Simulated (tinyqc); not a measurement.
Alloy A(1-x)B(x) by interpolation with bowing: one step. Gaps and lattice constant at x. Four cases, with inputs chosen for the exercise.

Problem. Also give the wavelength hc/E of the lowest gap.

Each gap follows E(x) = (1 - x) E_A + x E_B - C x (1 - x); the lattice constant follows Vegard, a(x) = (1 - x) a_A + x a_B.

Constants: hc = 1239.841984 eV nm.

Give: a(x); linear parts; bowing terms C x (1 - x); gaps; wavelength of the lowest gap.

Case 1.

Values chosen (A near Ge, B near Si; not measured data): a = (5.659, 5.434) angstrom (lattice constant of A, B); x = 0.07 (fraction of B); Eg = (0.899, 4.233) eV (gap at Gamma to the s-like level of A, B); EgX = (0.929, 1.162) eV (gap to the lowest valley along Gamma-X of A, B); EgL = (0.742, 2.103) eV (gap to L of A, B); C = (0.23, 0.278, 0) eV (bowing of the Gamma, X and L gaps).

Solution.

a(x) = 5.6433 angstrom

linear parts (eV): Gamma 1.1324, X 0.9453, L 0.8373

bowing terms C x (1 - x) (eV): Gamma 0.0150, X 0.0181, L 0.0000

gaps (eV): Gamma 1.1174, X 0.9272, L 0.8373

wavelength of the lowest gap = 1480.8 nm

The lowest valley is L, so the gap is indirect; the next, X, lies 90 meV higher.

Case 2.

Values chosen (A near GaAs, B near AlAs; not measured data): a = (5.645, 5.664) angstrom (lattice constant of A, B); x = 0.29 (fraction of B); Eg = (1.511, 3.139) eV (gap at Gamma to the s-like level of A, B); EgX = (1.978, 2.243) eV (gap to the lowest valley along Gamma-X of A, B); EgL = (1.808, 2.425) eV (gap to L of A, B); C = (0.413, 0.054, 0) eV (bowing of the Gamma, X and L gaps).

Solution.

a(x) = 5.6505 angstrom

linear parts (eV): Gamma 1.9831, X 2.0549, L 1.9869

bowing terms C x (1 - x) (eV): Gamma 0.0850, X 0.0111, L 0.0000

gaps (eV): Gamma 1.8981, X 2.0437, L 1.9869

wavelength of the lowest gap = 653.2 nm

The lowest valley is Gamma, so the gap is direct; the next, L, lies 89 meV higher.

Case 3.

Values chosen (A near AlAs, B near InAs; not measured data): a = (5.659, 6.057) angstrom (lattice constant of A, B); x = 0.27 (fraction of B); Eg = (3.078, 0.412) eV (gap at Gamma to the s-like level of A, B); EgX = (2.251, 1.426) eV (gap to the lowest valley along Gamma-X of A, B); EgL = (2.489, 1.136) eV (gap to L of A, B); C = (0.678, 0.04, 0.03) eV (bowing of the Gamma, X and L gaps).

Solution.

a(x) = 5.7665 angstrom

linear parts (eV): Gamma 2.3582, X 2.0282, L 2.1237

bowing terms C x (1 - x) (eV): Gamma 0.1336, X 0.0079, L 0.0059

gaps (eV): Gamma 2.2245, X 2.0204, L 2.1178

wavelength of the lowest gap = 613.7 nm

The lowest valley is X, so the gap is indirect; the next, L, lies 97 meV higher.

Case 4.

Values chosen (A near InSb, B near InAs; not measured data): a = (6.483, 6.055) angstrom (lattice constant of A, B); x = 0.55 (fraction of B); Eg = (0.234, 0.415) eV (gap at Gamma to the s-like level of A, B); EgX = (0.631, 1.42) eV (gap to the lowest valley along Gamma-X of A, B); EgL = (0.939, 1.117) eV (gap to L of A, B); C = (0.696, 0.789, 0.78) eV (bowing of the Gamma, X and L gaps).

Solution.

a(x) = 6.2476 angstrom

linear parts (eV): Gamma 0.3336, X 1.0650, L 1.0369

bowing terms C x (1 - x) (eV): Gamma 0.1723, X 0.1953, L 0.1930

gaps (eV): Gamma 0.1613, X 0.8697, L 0.8438

wavelength of the lowest gap = 7687.0 nm

The lowest valley is Gamma, so the gap is direct; the next, L, lies 683 meV higher.

Computed by tinyqc, one run a case: `OMP_NUM_THREADS=1 python tinyqc.py N N+1 out.jsonl` with N = 1080894, 1080937, 1080994, 1081078; one thread of a shared Intel(R) Xeon(R) Processor @ 2.30GHz, about 0.01 s a run at most.
